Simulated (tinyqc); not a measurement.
Floating body of a partially depleted SOI transistor: body voltage and kink: two steps of the calculation.

Source at 0 V. Channel current Ic = 2 nf K Vt^2 [F(0) - F(Vd)](1 + la Vd), F(V) = ln^2(1 + exp((Vg - VT - nf V)/(2 nf Vt))), VT = VT0 - gb Vb. Saturation voltage Vs = 2 Vt sqrt(F(0)) + 3 Vt, excess Ve = (Vd - Vs + sqrt((Vd - Vs)^2 + 0.0004 V^2))/2, multiplication M1 = Ai Ve exp(-Bl/Ve). Each junction passes D(v) = J1 (exp(v/Vt) - 1) + J2 (exp(v/(2 Vt)) - 1). Bipolar current Ib = bb J1 (exp(Vb/Vt) - 1). The body settles where M1 (Ic + Ib) = D(Vb) + D(Vb - Vd) + Vb/Rb; drain current Id = (1 + M1)(Ic + Ib) - D(Vb - Vd).

Values chosen for this exercise; values of the order met in partially depleted silicon-on-insulator transistors:
```
symbol    value         unit                                                                                            meaning
T           300            K                                                                                        temperature
VT0        0.39            V                                                                     threshold at zero body voltage
gb         0.11                                                                  fall of the threshold per volt of body voltage
nf         1.31                                                                                                    slope factor
K           140  uA/(V^2 um)                                                                              gain factor per width
la         0.03          1/V                                                                   channel-length modulation factor
Ai          3.7          1/V                                                                        impact-ionisation prefactor
Bl          5.5            V                                                                          impact-ionisation voltage
J1      2.1e-13        uA/um                                                      diffusion saturation current of each junction
J2       4.5e-9        uA/um                                                  recombination saturation current of each junction
bb            0                                                 gain of the lateral bipolar transistor on the diffusion current
Rb          1e9      kohm um  resistance of a weak body tie to the source (1e9 stands for no tie, and the term is then dropped)
Vg         0.89            V                                                                                       gate voltage
Vd          2.3            V                                                                                      drain voltage
```

Constants: q = 1.602176634e-19 C, kB = 1.380649e-23 J/K, Vt = kB T/q. Results are converted to the units shown.

Question 1. New Vb. Current into the body I_in = M1 (Ic + Ib) - D(Vb - Vd), current out I_out = D(Vb) + Vb/Rb; f = ln(I_in/I_out), s = df/dVb by central differences over 1e-5 V, Vb(new) = Vb - f/s.

Vb after iteration 1 = 0.80053137 V

Wanted: Ic; Ve; M1; I_in; I_out; f; s; Vb after iteration 2.

Answer 1.

Ic = 19.75 uA/um
Ve = 1.774 V
M1 = 0.2953
I_in = 5.834 uA/um
I_out = 5.920 uA/um
f = -0.01464
s = -38.42 1/V
Vb after iteration 2 = 0.8002 V

Question 2. Drain current with floating and with grounded body. Id and VT at the converged Vb, Id at Vb = 0, their ratio, and the bipolar share Ib/(Ic + Ib).

converged Vb = 0.80015031 V

Give: VT; Id, floating; Id, grounded; ratio; bipolar share.

Answer 2.

VT = 0.3020 V
Id, floating = 25.58 uA/um
Id, grounded = 19.19 uA/um
ratio = 1.334
bipolar share = 0.000 %

The body rises to 0.800 V and lowers the threshold by 88.0 mV.

Range of the model: The multiplication law is an empirical form chosen for the exercise; self-heating and capacitive coupling to the body are left out, and the linear laws are rough once Vb passes about 0.7 V or M1 about 0.1.

Computed by the program tinyqc: `OMP_NUM_THREADS=1 python tinyqc.py 2182104 2182105 out.jsonl`, one thread of a shared Intel Xeon 2.30GHz, about 0.2 s for the whole run.
